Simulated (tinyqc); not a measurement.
Deep-level transient spectroscopy: one step of the calculation.

Schottky contact on an n-type layer with shallow donors Nd (all ionised) and a donor-like deep trap, neutral when filled and positive when empty; depletion approximation. Traps within lam of the depletion edge stay filled. A long pulse to Vp fills the traps beyond x1 = Wp - lam; back at Vr those between x1 and x2 = Wr - lam emit. A rate window reads S = C(t2) - C(t1).

Question. Poole-Frenkel lowering. A Coulomb centre of charge +q (when empty) in the field F lowers its barrier by dE = sqrt(q F/(pi eps0 eps_r)) along the field. One-dimensional rate: en exp(b), b = dE/kB T; three-dimensional (Hartke): en {[1 + (b - 1) exp(b)]/b^2 + 1/2}.

Inputs (values chosen for the exercise); material values close to those of gallium nitride:

| symbol | value | unit | meaning |
|---|---|---|---|
| eps_r | 9.63 |  | relative permittivity |
| T | 222 | K | temperature of the transient |
| F | 5.3 | kV/cm | field at the trap |

Constants: q = 1.602176634e-19 C, kB = 1.380649e-23 J/K, eps0 = 8.8541878128e-14 F/cm where lengths are in cm. Results are converted to the units shown.

en = 5351.5922 1/s

Wanted: dE; b; rate, one-dimensional; rate, three-dimensional.

Answer.

dE = 17.80 meV
b = 0.9307
rate, one-dimensional = 1.357e4 1/s
rate, three-dimensional = 7768 1/s

Program tinyqc, `OMP_NUM_THREADS=1 python tinyqc.py 2050128 2050129 out.jsonl`; Intel Xeon 2.30GHz, shared host, one thread, about 0.01 s.
